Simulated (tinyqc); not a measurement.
The best anneal temperature for the time t: solubility, supersaturation, precipitation and gettering of an impurity in a silicon-like host. Computed by tinyqc, a small Python program. Command: `OMP_NUM_THREADS=1 python tinyqc.py 3027741 3027742 out.jsonl ripen walk`. One thread of a shared host (Intel(R) Xeon(R) Processor @ 2.30GHz), about 0.01 s of CPU time with the checks.

The wafer was saturated at T1 and is then held at T.

Inputs (values chosen for the exercise, modelled on iron in silicon):

| quantity | value | unit |
|---|---|---|
| site density N0 | 5e+22 | 1/cm^3 |
| enthalpy of solution H | 3 | eV |
| entropy of solution S | 9 | k_B |
| diffusion prefactor D0 | 0.001 | cm^2/s |
| migration energy Q | 0.674 | eV |
| temperature of saturation T1 | 1425 | K |
| anneal temperature T | 801 | K |
| sink density n | 3.8e+09 | 1/cm^3 |
| initial sink radius r0 | 24 | nm |
| impurity density in the precipitate C_p | 5e+22 | 1/cm^3 |
| interface energy gamma | 0.7 | J/m^2 |
| anneal time t | 770 | s |

Constants: k_B = 8.617333262e-05 eV/K; k_B = 1.380649e-23 J/K.

Method:
- C_eq(T) = N0 exp(S/k_B - H/(k_B T)); D(T) = D0 exp(-Q/(k_B T)); C0 = C_eq(T1). Supersaturation s = C0/C_eq(T); critical radius r* = 2 gamma/(C_p k_B T ln s); barrier W* = (4 pi/3) gamma r*^2. Strain energy is left out.
- r_f = [r0^3 + 3 (C0 - C_eq)/(4 pi n C_p)]^(1/3), tau_f = 1/(4 pi n r_f D).
- Growing sinks: with y = r/r_f and y0 = r0/r_f, dy/dt = (1 - y^3)/(3 tau_f y), which integrates to t/tau_f = F(y) - F(y0), F(y) = (1/2) ln[(1 + y + y^2)/(1 - y)^2] - sqrt(3) arctan[(2y + 1)/sqrt(3)]; the share of the excess left is (1 - y^3)/(1 - y0^3), and C(t) = C_eq + (C0 - C_eq) x share.

C0 = 9.94400e+15 1/cm^3

Dissolved share after t:

| T (K) | C_eq/C0 | tau_f (s) | C(t)/C0 |
|---|---|---|---|
| 641 | 1.0543e-13 | 1.4022e+03 | 6.2643e-01 |
| 741 | 1.6073e-10 | 2.7019e+02 | 6.9344e-02 |
| 855 | 8.4455e-08 | 6.6140e+01 | 1.0737e-05 |
| 969 | 1.0163e-05 | 2.2546e+01 | 1.0163e-05 |
| 1083 | 4.4612e-04 | 9.6405e+00 | 4.4612e-04 |
| 1197 | 9.5288e-03 | 4.8530e+00 | 9.5288e-03 |
| 1297 | 8.9722e-02 | 2.9707e+00 | 8.9722e-02 |
| 1368 | 3.6134e-01 | 2.2797e+00 | 3.6134e-01 |

What does the comparison show, and why?

The lowest dissolved share among these rows is 1.0e-5 at 969 K. Above it solubility sets the floor; below it diffusion is too slow for this time. Solubility falls with H = 3 eV and diffusion with Q = 0.674 eV. Caution: the barrier to homogeneous nucleation is below 35 k_B T for these inputs, so new precipitates would form and outnumber the fixed sinks assumed here.

Extremes, crossings and ranges named in words are read from the listed rows.
